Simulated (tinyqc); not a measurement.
Off-state leakage of single and stacked transistors: one step of the calculation.

n-channel devices of unit width. Subthreshold current I(Vg, Vs, Vd) = I0 (T/300 K)^0.5 exp[(Vg - Vs - VT(T) - gb (Vs - Vb) + dd (Vd - Vs))/(nf Vt)] (1 - exp(-(Vd - Vs)/Vt)), VT(T) = VT - cT (T - 300 K). Gate-edge tunnelling Ig (Vd/1 V) exp(ag (Vd - 1 V)), for a gate at 0 V, and band-to-band leakage Ab u exp(-Bb/u), u = Vd - Vb + 1 V, flow at a drain held at V; both are taken as independent of T. In a stack of off transistors (all gates at 0 V) the same subthreshold current passes through each.

Question. New Vx. Stack of two, Vx the node between them: I_low = I(0, 0, Vx), I_up = I(0, Vx, V), f = ln(I_up/I_low), f' = -(1 + gb + 2 dd)/(nf Vt) - 1/(Vt (exp(Vx/Vt) - 1)) - 1/(Vt (exp((V - Vx)/Vt) - 1)), Vx(new) = Vx - f/f'.

Inputs (values chosen for the exercise); values of the order met in bulk silicon logic transistors: temperature T = 300 K; supply voltage V = 0.9 V; threshold at 300 K, zero drain and body bias VT = 0.28 V; fall of the threshold with temperature cT = 0.7 mV/K; current at threshold at 300 K I0 = 0.92 uA/um; slope factor nf = 1.46; drain-induced lowering per volt dd = 0.12; rise of the threshold per volt of source-body bias gb = 0.19; body voltage Vb = -0.3 V.

Constants: q = 1.602176634e-19 C, kB = 1.380649e-23 J/K, Vt = kB T/q. Results are converted to the units shown.

Vx at the start = 0.076 V

Find: I_low; I_up; f; f'; Vx after iteration 1.

Answer.

I_low = 0.1471 nA/um
I_up = 0.1525 nA/um
f = 0.03631
f' = -40.05 1/V
Vx after iteration 1 = 0.07691 V

Computed by the program tinyqc: `OMP_NUM_THREADS=1 python tinyqc.py 2242145 2242146 out.jsonl`, one thread of a shared Intel Xeon 2.30GHz, about 0.03 s for the whole run.
